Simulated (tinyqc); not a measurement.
# Inputs raised by 10 %, one at a time

Model: donor or exciton in a quantum well (variational effective-mass method). Computed by tinyqc, a small Python program. Command: `OMP_NUM_THREADS=1 python tinyqc.py 3020206 3020207 out.jsonl welldonor sens`. One thread of a shared host (Intel(R) Xeon(R) Processor @ 2.30GHz), about 0.1 s of CPU time with the checks.

H = -nabla^2 - 2/|r - r_i| + V(z) in effective units; trial function psi = f(z) exp(-|r - r_i|/lambda), f the ground state of the well. Mass and screening are the same in well and barrier; l = L/a* is the width in effective units. Bands are flat: no polarisation or applied field.

Inputs (values chosen for the exercise, modelled on InP): electron mass m = 0.0783 m_0; dielectric constant eps = 12.6; well width L = 7.5 nm; donor position z_i/L from the centre = 0.3.

Centre: donor. Barriers: infinite.

Constants: Ry = 13.605693123 eV; a_0 = 0.529177210903 angstrom.

Method:
- Ry* = Ry m/eps^2, a* = a_0 eps/m; l = L/a*.
- k = pi/l; f = cos(k z) inside and zero outside; subband energy k^2 Ry*.
- Binding E_b(lambda) = -1/lambda^2 + 4 A/(lambda B), with A = int f^2 exp(-2 s/lambda) dz, B = int f^2 exp(-2 s/lambda)(1 + 2 s/lambda) dz and s = |z - z_i|; 40 Gauss-Legendre points on each piece between the walls at z = -l/2 and l/2 and z_i.
- Golden-section search for the maximum over lambda from 0.3 to 4, 40 steps.

Runs:
```
input moved                             from       to  binding energy (meV)  radius lambda a* (nm)  binding in Ry*  subband energy (meV)
base run                                   -        -                 11.82                  8.316           1.762                 85.38
electron mass m (m_0)                 0.0783  0.08613                 12.51                  7.750           1.694                 77.62
dielectric constant eps                 12.6    13.86                 10.15                  8.920           1.830                 85.38
well width L (nm)                        7.5     8.25                 11.37                  8.525           1.694                 70.56
donor position z_i/L from the centre     0.3     0.33                 11.27                  8.656           1.680                 85.38
```

Exponents ln(y'/y) / ln(x'/x):
```
input                                 binding energy  radius lambda a*  binding in Ry*  subband energy
electron mass m                                0.592            -0.739          -0.408              -1
dielectric constant eps                       -1.599             0.736           0.401               0
well width L                                  -0.408             0.261          -0.408              -2
donor position z_i/L from the centre          -0.499             0.420          -0.499               0
```

Which inputs matter most for each result?

Among the inputs moved here: binding energy answers most in size to dielectric constant eps (exponent -1.599), next to electron mass m (+0.592). Radius lambda a* answers most in size to electron mass m (exponent -0.739), and about equally to dielectric constant eps (+0.736). Binding in Ry* answers most in size to donor position z_i/L from the centre (exponent -0.499), next to electron mass m (-0.408). Subband energy answers most in size to well width L (exponent -2.000), next to electron mass m (-1.000); its exponent is below 0.0005 for dielectric constant eps, donor position z_i/L from the centre. Its exponent -1.000 in electron mass m: an infinite well, E as 1/m. Its exponent -2.000 in well width L: an infinite well, E as 1/L^2.
